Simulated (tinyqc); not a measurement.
Worked calculation: implant damage, amorphisation by cascade overlap, and solid-phase epitaxial regrowth. Computed by tinyqc, a small Python program that keeps every step. Command: `OMP_NUM_THREADS=1 python tinyqc.py 3113448 3113449 out.jsonl sper walk`. One thread of a shared host (Intel(R) Xeon(R) Processor @ 2.30GHz), about 0.01 s of CPU time with the checks. Intermediate numbers are printed to about 5 digits and carried at full precision; extremes and crossings named in words are read from the listed rows.

Range and width of the damage are inputs. Dynamic annealing enters only through the surviving share f.

Inputs (values chosen for the exercise, modelled on arsenic ions in silicon):
```
quantity                            value    unit
atomic density N                     49.9  1/nm^3
ion Z1                                 33       -
ion mass M1                          74.9       u
target Z2                              14       -
target mass M2                      28.09       u
ion energy E                           28     keV
displacement energy E_d                13      eV
depth of the damage peak R_d           15      nm
width of the damage profile s_d       6.8      nm
share of defects that survive f      0.56       -
critical displaced share x_c         0.17       -
dose Q                            9.6e+14  1/cm^2
overlaps needed n                       2       -
area amorphised by one track A_i      5.8    nm^2
regrowth prefactor v0             6.2e+15    nm/s
regrowth energy E_a                   2.7      eV
anneal temperature                    615       C
rate relative to (100)                  1       -
peak enhancement by the dopant        2.1       -
ramp rate                              71     K/s
```

Constants: a_0 = 0.529177210903 angstrom; e^2/(4 pi eps_0) = 14.39964548 eV angstrom; k_B = 8.617333262e-05 eV/K.

## Damage energy and displacements per ion

Robinson partition: eps = E a M2/(Z1 Z2 (e^2/(4 pi eps_0)) (M1 + M2)), a = 0.8853 a_0/sqrt(Z1^(2/3) + Z2^(2/3)); k = 0.0793 Z1^(2/3) Z2^(1/2) (M1 + M2)^(3/2)/((Z1^(2/3) + Z2^(2/3))^(3/4) M1^(3/2) M2^(1/2)); damage energy T_d = E/(1 + k (eps + 0.40244 eps^(3/4) + 3.4008 eps^(1/6))); displacements nu = 0.8 T_d/(2 E_d).

reduced energy eps = 0.13404

k = 0.11556

damage energy T_d = 21.424 keV

T_d/E = 0.76515

displacements per ion nu = 659.20

23 % of the energy goes to electrons.

## The amorphous layer

Displaced share x(z) = f nu Q exp(-(z - R_d)^2/(2 s_d^2))/(sqrt(2 pi) s_d N); the layer is amorphous where x > x_c, between R_d -/+ s_d sqrt(2 ln(x_max/x_c)), the upper edge being cut at the surface. Threshold dose Q_c = Q x_c/x_max.

peak displaced share x_max = 4.1666

threshold dose Q_c = 3.9169e+13 1/cm^2

upper edge = 0 nm

lower edge = 32.200 nm

The layer reaches the surface. Caution: x above 1 counts atoms displaced more than once.

## Damage left below the interface

Displaced atoms per area beyond the lower edge z2: f nu Q (1/2) erfc((z2 - R_d)/(sqrt2 s_d)); they are not removed by regrowth.

share of the damage beyond z2 = 0.0057121

displaced atoms beyond z2 = 2.0243e+15 1/cm^2

## Layer against dose

The formulas are those given above.

Dose series; the last column is f nu Q erfc((z2 - R_d)/(sqrt2 s_d))/2:
```
Q (1/cm^2)   x_max  upper edge (nm)  lower edge (nm)  displaced atoms beyond z2 (1/cm^2)
4.31e+13    0.1871           12.026           17.974                          5.2652e+15
5.88e+13    0.2552            8.870           21.130                          3.9872e+15
9.79e+13    0.4249            5.796           24.204                          3.1781e+15
1.57e+14    0.6814            3.669           26.331                          2.7716e+15
2.74e+14    1.1892            1.587           28.413                          2.4559e+15
4.70e+14    2.0399            0.000           30.159                          2.2378e+15
9.79e+14    4.2490            0.000           32.253                          2.0193e+15
1.96e+15    8.5067            0.000           34.023                          1.8635e+15
```

A dose 45 times larger moves the lower edge from 18.0 to 34.0 nm, as the root of a logarithm, and the damage beyond it falls by a factor 2.8, since the edge lies on an ever steeper tail. The layer reaches the surface at Q_c exp(R_d^2/(2 s_d^2)) = 4.46e14 per cm^2.

## Overlap model

Gibbons model: a point turns amorphous after n + 1 hits; with y = A_i Q the amorphous share is 1 - exp(-y) sum_(k=0..n) y^k/k!. Doses are set by y.

Amorphous share:
```
y    Q (1/cm^2)  direct impact (n = 0)     given n
0.1  1.7241e+12                0.09516  1.5465e-04
0.3  5.1724e+12                0.25918  3.5995e-03
0.6  1.0345e+13                0.45119  2.3115e-02
1.0  1.7241e+13                0.63212  8.0301e-02
2.0  3.4483e+13                0.86466  3.2332e-01
3.0  5.1724e+13                0.95021  5.7681e-01
5.0  8.6207e+13                0.99326  8.7535e-01
8.0  1.3793e+14                0.99966  9.8625e-01
```

At small y the share grows as y^3; between the first rows the exponent is 2.86.

## Isothermal regrowth

v = v0 x orientation factor x exp(-E_a/(k_B T)) x [1 + (enhancement - 1) exp(-(z - R_d)^2/(2 s_d^2))], T = anneal temperature + 273.15 K; the dopant is taken to follow the damage profile; the lower front moves from the lower edge z2 to the surface, or to the middle (z1 + z2)/2 of a buried layer with upper edge z1; time = int dz/v; the equivalent undoped distance is that time times the undoped velocity.

undoped velocity = 2.9603 nm/s

distance to regrow = 32.200 nm

time without enhancement = 10.878 s

equivalent undoped distance = 21.612 nm

time with enhancement = 7.3008 s

The rate doubles for each 17 K or so near this temperature.

## Regrowth during a ramp

On a linear ramp from 200 C regrowth ends at the T_f where int v_undoped dT/(ramp rate) equals the equivalent undoped distance.

temperature at which regrowth ends = 694.87 C

Checks made by the program: tail against quadrature of x(z) N (relative difference below 1e-10).
